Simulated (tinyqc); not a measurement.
Sweep of a uniaxial [100] strain: strain-driven crossing of the Gamma and L valleys in a germanium-like crystal alloyed with tin.

Biaxial loads: e0 is the in-plane strain e_par and the normal is free. (001): e_perp = -2 (C12/C11) e_par; exx = eyy = e_par, ezz = e_perp, no shear. (111): e_perp = -(2 C11 + 4 C12 - 4 C44)/(C11 + 2 C12 + 4 C44) e_par; exx = eyy = ezz = (2 e_par + e_perp)/3 and exy = eyz = ezx = (e_perp - e_par)/3. (110): e_perp = -(C11 + 3 C12 - 2 C44)/(C11 + C12 + 2 C44) e_par; exx = eyy = (e_par + e_perp)/2, ezz = e_par, exy = (e_perp - e_par)/2, eyz = ezx = 0. Uniaxial loads: a stress along n, scaled so that n.e.n = e0, with exx = s11 sxx + s12 (syy + szz), exy = s44 sxy/2, s11 = (C11 + C12)/((C11 - C12)(C11 + 2 C12)), s12 = -C12/((C11 - C12)(C11 + 2 C12)), s44 = 1/C44.

Edges from the unstrained valence top: Gamma at Eg + ac tr(e); an L valley with unit axis u at EgL + aL tr(e) + XuL (u.e.u - tr(e)/3), u along [111], [1-1-1], [-11-1], [-1-11]; valence edges are the levels of the 6 x 6 matrix of X, Y, Z times spin with -Dso/3 + l exx + m (eyy + ezz) on the diagonal (cyclic), n exy off it, l = av + 2 b, m = av - b, n = sqrt(3) d. Spin-orbit term (Dso/3) L.sigma on X, Y, Z with (L_k)_ij = -i epsilon_kij: <X+|H|Y+> = -i Dso/3, <X+|H|Z-> = Dso/3, <Y+|H|Z-> = -i Dso/3, <Z+|H|X-> = -Dso/3, <Z+|H|Y-> = i Dso/3, <X-|H|Y-> = i Dso/3, and their conjugates; + and - are the spin along z.

With tin the unstrained gaps become E(y) = (1 - y) E + y EgS - CS y (1 - y); all other values are kept.
Constants: kB = 8.617333262e-05 eV/K.

Parameters, chosen for this exercise (near those of Ge, gaps at low temperature; shifted at random, so the results belong to these values and not to a real crystal):
- Eg = 0.897 eV (gap at Gamma to the s-like level)
- EgL = 0.734 eV (gap to L)
- Dso = 0.288 eV (spin-orbit splitting)
- ac = -8.28 eV (conduction deformation potential)
- av = 1.24 eV (valence hydrostatic potential)
- b = -2.53 eV (tetragonal shear potential)
- d = -5.35 eV (trigonal shear potential)
- aL = -1.73 eV (hydrostatic potential of the L edge, Xd + Xu/3)
- XuL = 16.83 eV (uniaxial potential, L)
- y = 0.084 (tin fraction)
- EgS = (-0.428, 0.096) eV (Gamma and L gaps of the tin end)
- CS = (2.06, 1.03) eV (bowing of the Gamma and L gaps)
- C11 = 129.8 GPa
- C12 = 47.6 GPa
- C44 = 67.3 GPa
- load = uniaxial [100] (kind of strain)
- mG = 0.0402 m0 (mass at Gamma)
- mL = 0.554 m0 (density-of-states mass of the four L valleys together)
- T = 300 K (temperature)

The valence splitting is the distance of the top two edges. Share in Gamma = mG^(3/2)/(mG^(3/2) + (mL^(3/2)/4) sum_i exp(-(E_Li - E_Gamma)/kT)).

Results:
```
e0 (%)  direct gap (eV)  indirect gap (eV)  Gamma - L (meV)  valence splitting (meV)  share in Gamma (%)
-1.68             0.631              0.554               77                      124              0.0992
0.40              0.597              0.583               14                       24                1.13
1.44              0.517              0.535              -18                       76                3.73
2.48              0.438              0.487              -49                      110                11.6
3.52              0.359              0.440              -81                      131                30.8
4.56              0.280              0.392             -112                      145                60.1
5.60              0.200              0.344             -144                      154                83.6
```

Give the missing row, e0 (%) = -0.64.

Computed row:
```
e0 (%)  direct gap (eV)  indirect gap (eV)  Gamma - L (meV)  valence splitting (meV)  share in Gamma (%)
-0.64             0.632              0.587               45                       44               0.336
```

Gamma drops below the lowest L valley between e0 = 0.40 and 1.44 %. The direct gap goes from 0.631 to 0.200 eV; of that change -0.110 eV comes from the rise of the valence top through the shear terms and the rest from the volume. The share in Gamma goes from 0.0992 to 83.6 %. Beyond about 3 % terms of second order in the strain, left out here, matter.

Run: tinyqc, `OMP_NUM_THREADS=1 python tinyqc.py 1080574 1080575 out.jsonl`; Intel(R) Xeon(R) Processor @ 2.30GHz, one thread, shared host; about 0.01 s of CPU time with all checks.
